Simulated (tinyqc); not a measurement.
A double barrier with mass mismatch, transfer matrices: one step of the calculation.

One electron of energy E comes from the left lead (band edge 0); no transverse momentum. Parabolic bands, masses in units of m0, C = hbar^2/(2 m0); psi and psi'/m are continuous at every interface. Barrier d1, well Lw, barrier d2; the right lead equals the left one.

Question. Transmission and reflection. The matrix M carries (psi, psi'/m) across the stack, and v = k/m in each lead. psi = 1 + r at the left edge (incident amplitude 1) and t at the right edge. With det M = 1, a = i vR M11 - M21 and b = -vL vR M12 - i vL M22: t = 2 i vL/(a - b), r = -(a + b)/(a - b), T(E) = (vR/vL) |t|^2, R(E) = |r|^2.

M:
```
            1            2
1  -9.9451208  -0.59111316
2  -149.49638   -8.9862438
```

vL = 17.839366 1/nm
vR = 17.839366 1/nm

Find: t; r; T(E); R(E).

Answer.

t = -0.10428-0.01193i
r = 0.06285-0.99249i
T(E) = 0.011017
R(E) = 0.98898

T(E) + R(E) = 1: the current is conserved.

Range of the model: Masses are held fixed, although real bands cease to be parabolic a few tenths of an eV from their edges (inside a barrier too).

Computed by the program tinyqc: `OMP_NUM_THREADS=1 python tinyqc.py 2560118 2560119 out.jsonl`, one thread of a shared Intel Xeon 2.30GHz, about 0.01 s for the whole run.
